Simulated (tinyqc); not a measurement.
Changing the generation rate G: carrier lifetime from Shockley-Read-Hall, radiative, Auger and surface recombination. Computed by tinyqc, a small Python program. Command: `OMP_NUM_THREADS=1 python tinyqc.py 3007602 3007603 out.jsonl lifetime sweep`. One thread of a shared host (Intel(R) Xeon(R) Processor @ 2.30GHz), about 0.02 s of CPU time with the checks.

Energies are counted from the top of the valence band. Boltzmann statistics, full ionisation, and equal excess densities of electrons and holes.

Inputs (values chosen for the exercise, for a model semiconductor):

| quantity | value | unit |
|---|---|---|
| gap E_g | 0.817 | eV |
| electron mass m_e | 0.04 | m_0 |
| valleys M_c | 1 | - |
| hole mass m_h | 0.426 | m_0 |
| temperature T | 300 | K |
| doping N | 7.9e+17 | cm^-3 |
| trap level E_t | 0.343 | eV |
| trap density N_t | 6.6e+11 | cm^-3 |
| electron cross-section sigma_n | 5.4e-15 | cm^2 |
| hole cross-section sigma_p | 8.8e-16 | cm^2 |
| radiative coefficient B | 2.1e-11 | cm^3/s |
| Auger coefficient C_n | 1.3e-30 | cm^6/s |
| Auger coefficient C_p | 6.5e-31 | cm^6/s |
| diffusion coefficient D | 10 | cm^2/s |
| surface velocity S | 2500 | cm/s |
| thickness W | 17 | micrometre |

Doping: p-type. Surface term: two equal surfaces.

Constants: m_0 = 9.1093837015e-31 kg; k_B = 1.380649e-23 J/K; h = 6.62607015e-34 J s; k_B = 8.617333262e-05 eV/K.

Method:
- N_c = 2 M_c (2 pi m_e k_B T/h^2)^(3/2) and N_v = 2 (2 pi m_h k_B T/h^2)^(3/2), masses in units of m_0.
- n_i = sqrt(N_c N_v) exp(-E_g/2 k_B T); majority density N/2 + sqrt(N^2/4 + n_i^2), minority density n_i^2 over it.
- v = sqrt(3 k_B T/m) with m_e or m_h; tau_n0 = 1/(sigma_n v_n N_t), tau_p0 = 1/(sigma_p v_p N_t); n1 = N_c exp(-(E_g - E_t)/k_B T), p1 = N_v exp(-E_t/k_B T).
- The slowest diffusion mode has x tan x = S W/(2 D) with 0 < x < pi/2 (bisection), and tau_s = W^2/(4 x^2 D). The common approximation is W/(2 S) + W^2/(pi^2 D).
- With n = n_0 + dn, p = p_0 + dn and U/dn = 1/tau: (n p - n_i^2)/dn = n_0 + p_0 + dn = s; 1/tau_SRH = s/[tau_p0 (n + n1) + tau_n0 (p + p1)]; 1/tau_rad = B s; 1/tau_Aug = (C_n n + C_p p) s; the rates add, with 1/tau_s.
- dn solves dn/tau_eff(dn) = G (60 bisections in ln dn between 1e-2 and 1e22 cm^-3); the splitting of the quasi-Fermi levels is k_B T ln(n p/n_i^2).

One run for each value:

| generation rate G (cm^-3 s^-1) | steady excess density (cm^-3) | lifetime in the steady state (s) | quasi-Fermi splitting under G (eV) |
|---|---|---|---|
| 1.00e+16 | 5.013e+08 | 5.013e-08 | 0.2486 |
| 1.00e+17 | 5.013e+09 | 5.013e-08 | 0.3081 |
| 2.00e+18 | 1.003e+11 | 5.013e-08 | 0.3856 |
| 2.00e+19 | 1.003e+12 | 5.013e-08 | 0.4451 |
| 4.00e+21 | 2.005e+14 | 5.012e-08 | 0.5821 |
| 5.00e+22 | 2.501e+15 | 5.002e-08 | 0.6474 |
| 6.00e+23 | 2.922e+16 | 4.869e-08 | 0.7118 |
| 8.00e+24 | 2.983e+17 | 3.728e-08 | 0.7792 |
| 1.00e+26 | 1.613e+18 | 1.613e-08 | 0.8433 |

Give the missing row, generation rate G (cm^-3 s^-1) = 3.00e+20.

Computed row; columns: (1) generation rate G (cm^-3 s^-1); (2) steady excess density (cm^-3); (3) lifetime in the steady state (s); (4) quasi-Fermi splitting under G (eV):
```
(1)             (2)        (3)     (4)
3.00e+20  1.504e+13  5.013e-08  0.5151
```

Interpolating between the two neighbouring rows (the first column on a logarithmic scale, the others too where they are positive) misses most in quasi-Fermi splitting under G (eV), by 0.89 %. Over the rows, steady excess density (cm^-3) rises from 5.01e8 to 1.61e18 (exponent d ln y / d ln x 1.00 between the first rows and 0.67 between the last); lifetime in the steady state (s) falls from 5.01e-8 to 1.61e-8; quasi-Fermi splitting under G (eV) rises from 0.249 to 0.843 (exponent d ln y / d ln x 0.093 between the first rows and 0.031 between the last). At the low end the exponent of steady excess density is 1.00, close to 1: the lifetime is constant. The local ideality factor, d(splitting)/d(k_B T ln G), goes from 1.00 to 0.98; once dn is well above the equilibrium minority density it is 1 at low injection with a constant lifetime or for radiative recombination, 2 for first-order recombination at high injection and 2/3 for Auger recombination at high injection.

Caution (rows 8.00e24, 1.00e26): the splitting comes within 3 k_B T of the gap, where the bands are degenerate and these rates fail.
